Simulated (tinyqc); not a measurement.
# Carrier lifetime of a p-type layer with SRH, radiative, Auger and surface recombination: effects of single changes

Uniform excess density dn = dp (no trapping), n = n0 + dn, p = p0 + dn, Boltzmann statistics, full ionisation. Surfaces enter as a rate 2 S dn/d, which holds while diffusion to them is fast.

Parameters, values chosen for the exercise; band and dielectric values close to those of indium phosphide: temperature T = 300 K; band gap Eg = 1.32 eV; conduction-band density of states at T Nc = 5.75e17 cm^-3; valence-band density of states at T Nv = 1.12e19 cm^-3; radiative coefficient B = 1.18e-10 cm^3/s; acceptor density N = 2.5e16 cm^-3; Auger coefficient (two electrons) Cn = 2.9e-30 cm^6/s; Auger coefficient (two holes) Cp = 1.9e-30 cm^6/s; trap density Nt = 4.6e10 cm^-3; capture cross-section for electrons sn = 1e-15 cm^2; capture cross-section for holes sp = 2e-16 cm^2; thermal velocity (both carriers) vth = 1.3e7 cm/s; trap level below the conduction band Et = 0.28 eV; surface recombination velocity (both faces) S = 0 cm/s; sample thickness d = 200 um.

Constants: q = 1.602176634e-19 C, kB = 1.380649e-23 J/K, Vt = kB T/q. Results are converted to the units shown.

Each table varies one quantity; the others keep the values above.

## Lifetime against injection

ni = sqrt(Nc Nv) exp(-Eg/(2 Vt)), Eg in volts; majority density N/2 + sqrt(N^2/4 + ni^2), n0 p0 = ni^2; n1 = Nc exp(-Et/Vt), p1 = Nv exp((Et - Eg)/Vt); tn0 = 1/(sn vth Nt), tp0 = 1/(sp vth Nt). With e = n p - ni^2 = dn (n0 + p0 + dn): U_SRH = e/(tp0 (n + n1) + tn0 (p + p1)), U_rad = B e, U_Aug = (Cn n + Cp p) e, U_s = 2 S dn/d. Each tau is dn over its rate; tau = dn/U with U the sum.

Lifetime against injection:

| dn (cm^-3) | tau_SRH (s) | tau_rad (s) | tau_Aug (s) | tau (s) | radiative share (%) | largest path |
|---|---|---|---|---|---|---|
| 1e11 | 0.001676 | 3.390e-7 | 8.421e-4 | 3.388e-7 | 99.94 | radiative |
| 1e12 | 0.001676 | 3.390e-7 | 8.420e-4 | 3.388e-7 | 99.94 | radiative |
| 1e13 | 0.001679 | 3.388e-7 | 8.409e-4 | 3.386e-7 | 99.94 | radiative |
| 1e14 | 0.001709 | 3.376e-7 | 8.304e-4 | 3.374e-7 | 99.94 | radiative |
| 1e15 | 0.001997 | 3.259e-7 | 7.354e-4 | 3.257e-7 | 99.94 | radiative |
| 1e16 | 0.004064 | 2.421e-7 | 2.992e-4 | 2.419e-7 | 99.91 | radiative |
| 1e17 | 0.008362 | 6.780e-8 | 1.517e-5 | 6.749e-8 | 99.55 | radiative |
| 1e18 | 0.009830 | 8.268e-9 | 2.013e-7 | 7.942e-9 | 96.05 | radiative |
| 1e19 | 0.01001 | 8.453e-10 | 2.076e-9 | 6.007e-10 | 71.06 | radiative |

What does the comparison show?

Radiative recombination leads at dn = 1e11 and in all other rows. The total lifetime falls from 3.39e-7 to 6.01e-10 s. tau_SRH goes from 0.00168 s (low-injection limit 0.00168 s) to 0.0100 s (high-injection limit tn0 + tp0 = 0.0100 s). Between the last two rows tau_rad goes as dn^(-0.99) and tau_Aug as dn^(-1.99); the radiative share falls from 99.9 to 71.1 %. For dn = 1e18, 1e19 the carriers are degenerate, where B and the Auger coefficients no longer stay constant.

## Effect of the capture cross-section for electrons at dn = 7e14 cm^-3

Same model as above.

Here dn = 7e14 cm^-3.

The same in every row: tau_rad (s) = 3.298e-7; tau_Aug (s) = 7.651e-4.

Result of one run:

| sn (cm^2) | tau_SRH (s) | tau (s) | radiative share (%) | largest path |
|---|---|---|---|---|
| 2e-18 | 0.8364 | 3.296e-7 | 99.96 | radiative |

What becomes of these results when the capture cross-section for electrons sn is changed from 2e-18 to 2e-16 cm^2, all else the same?

Result of the changed run:

| sn (cm^2) | tau_SRH (s) | tau (s) | radiative share (%) | largest path |
|---|---|---|---|---|
| 2e-16 | 0.008593 | 3.296e-7 | 99.95 | radiative |

The whole series:

| sn (cm^2) | tau_SRH (s) | tau (s) | radiative share (%) | largest path |
|---|---|---|---|---|
| 2e-19 | 8.361 | 3.296e-7 | 99.96 | radiative |
| 2e-18 | 0.8364 | 3.296e-7 | 99.96 | radiative |
| 2e-17 | 0.08384 | 3.296e-7 | 99.96 | radiative |
| 2e-16 | 0.008593 | 3.296e-7 | 99.95 | radiative |
| 2e-15 | 0.001068 | 3.295e-7 | 99.93 | radiative |
| 2e-14 | 3.150e-4 | 3.293e-7 | 99.85 | radiative |
| 2e-13 | 2.398e-4 | 3.292e-7 | 99.82 | radiative |

Radiative recombination leads at sn = 2e-19 and in all other rows. tau_SRH falls from 8.36 to 2.40e-4 s and the total lifetime stays near 3.29e-7 s.

Computed by the program tinyqc: `OMP_NUM_THREADS=1 python tinyqc.py 2300030 2300031 out.jsonl`, one thread of a shared Intel Xeon 2.30GHz, about 0.01 s for the whole run.
